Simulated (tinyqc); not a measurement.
Trap and transport parameters from the curve.

Inverse problem. A layer shows an ohmic current q n0 mu V/L, then a square law (9/8) th eps0 eps_r mu V^2/L^3 above Vx = 8 q n0 L^2/(9 th eps0 eps_r), and trap filling at V_TFL = q Nt L^2/(2 eps0 eps_r). th = y/(1 + y), y = (Nc/Nt) exp(-Et/kB T). The square-law current at V is given. Find th, n0, Nt and Et.

Values chosen for this exercise: temperature T = 350 K; relative permittivity eps_r = 15.6; mobility mu = 14 cm^2/(V s); thickness L = 1900 nm; band density of states Nc = 9.7e20 cm^-3; voltage V = 37 V.

Constants: q = 1.602176634e-19 C, kB = 1.380649e-23 J/K, Vt = kB T/q, eps0 = 8.8541878128e-14 F/cm where lengths are in cm. Results are converted to the units shown.

Mott-Gurney J = 3.5321919 A/cm^2
Vx = 2.1962675 V
V_TFL = 113.05975 V

Answer. The square law gives th, Vx gives n0, V_TFL gives Nt, and th with Nt gives Et.

th = 8.13e-4
n0 = 4.80e11 cm^-3
Nt = 5.40e16 cm^-3
Et = 0.510 eV

Numbers from tinyqc (`OMP_NUM_THREADS=1 python tinyqc.py 2370105 2370106 out.jsonl`; about 0.01 s on one thread of a shared Intel Xeon 2.30GHz).
